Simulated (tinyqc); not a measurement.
Capacitance measurement on a leaky thin oxide: effects of series resistance and leakage: one step of the calculation.

The device is a capacitance C in parallel with a leakage conductance G, in series with Rs and Ls. An impedance meter reports either a parallel pair (Cp, Gp) from Y = 1/Z = Gp + i w Cp or a series pair (Cs, Rm) from Z = Rm + 1/(i w Cs); w = 2 pi f, dissipation D = Gp/(w |Cp|).

Problem. True capacitance and conductance. EOT = 3.9 tox/eox; CET = EOT + zc + zp; C = 3.9 eps0 A/CET; G = Jg A/Vs.

Parameters, values chosen for the exercise; values of the order met in thin-oxide MOS capacitors:
- eox = 9.2 (relative permittivity of the gate insulator (close to aluminium oxide))
- tox = 5.9 nm (insulator thickness)
- A = 10000 um^2 (gate area)
- zc = 0.52 nm (oxide-equivalent thickness added by the accumulation layer)
- zp = 0.18 nm (oxide-equivalent thickness added by gate depletion)
- Jg = 3.8 A/cm^2 (gate leakage current density, not matched to the thickness)
- Vs = 0.27 V (voltage for an e-fold rise of the leakage)

Constants: eps0 = 8.8541878128e-14 F/cm where lengths are in cm. Results are converted to the units shown.

Give: EOT; CET; C; G.

Solution.

EOT = 2.501 nm
CET = 3.201 nm
C = 107.9 pF
G = 1407 uS

Program tinyqc, `OMP_NUM_THREADS=1 python tinyqc.py 2022040 2022041 out.jsonl`; Intel Xeon 2.30GHz, shared host, one thread, about 0.01 s.
